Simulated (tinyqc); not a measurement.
Changing the film doping C_e: out-diffusion of a doped substrate or buried layer into a growing epitaxial film. Computed by tinyqc, a small Python program. Command: `OMP_NUM_THREADS=1 python tinyqc.py 3012108 3012109 out.jsonl buried sweep`. One thread of a shared host (Intel(R) Xeon(R) Processor @ 2.30GHz), about 0.01 s of CPU time with the checks.

x is counted from the original substrate surface into the film, whose surface moves as x = v t. Substrate dopant has one diffusivity; the dopant of the film is taken as uniform.

Inputs (values chosen for the exercise, modelled on phosphorus in silicon):

| quantity | value | unit |
|---|---|---|
| prefactor D0 | 4.21 | cm^2/s |
| activation energy E | 3.66 | eV |
| substrate concentration C_s | 6.4e+18 | 1/cm^3 |
| growth rate v | 0.059 | um/min |
| film thickness d | 0.76 | um |
| growth temperature T | 1000 | C |
| autodoping level at the start, as a share of C_s | 2e-05 | - |
| decay length of autodoping | 0.73 | um |
| later thermal budget (Dt)2 | 3.6e-11 | cm^2 |

Film doping: same type as the substrate.

Constants: k_B = 8.617333262e-05 eV/K.

Method:
- D = D0 exp(-E/(k_B T)); growth time t = d/v; l = 2 sqrt(D t); growth number G = v t/l = d/l; 1 um = 1e-4 cm.
- Temperatures in kelvin are T(C) + 273.15.
- After growth and the later budget: l2 = 2 sqrt(D t + (Dt)2); C(x) = (C_s/2) erfc(x/l2) + share x C_s exp(-x/decay length) for x > 0 (autodoping taken as unchanged by the later budget). The transition x_t solves C(x) = C_e, where the total doping is twice the intended value.
- Usable film = d - x_t. Also give x_t for the erfc term alone, after growth and after the later budget.

One run for each value:

| film doping C_e (1/cm^3) | x_t after the later budget, erfc alone (um) | x_t with autodoping (um) | usable film (um) |
|---|---|---|---|
| 1.00e+14 | 0.4019 | 0.4285 | 0.3315 |
| 5.00e+14 | 0.3649 | 0.3689 | 0.3911 |
| 2.00e+15 | 0.3301 | 0.3312 | 0.4288 |
| 6.00e+15 | 0.3001 | 0.3005 | 0.4595 |
| 2.00e+16 | 0.2639 | 0.2640 | 0.4960 |
| 8.00e+16 | 0.2163 | 0.2164 | 0.5436 |
| 3.00e+17 | 0.1618 | 0.1618 | 0.5982 |

Over the rows, x_t after the later budget, erfc alone (um) falls from 0.402 to 0.162 (exponent d ln y / d ln x -0.060 between the first rows and -0.22 between the last); x_t with autodoping (um) falls from 0.428 to 0.162 (exponent d ln y / d ln x -0.093 between the first rows and -0.22 between the last); usable film (um) rises from 0.332 to 0.598 (exponent d ln y / d ln x 0.10 between the first rows and 0.072 between the last).  Left out: 1.00e13, 4.00e13 (the transition reaches the surface).
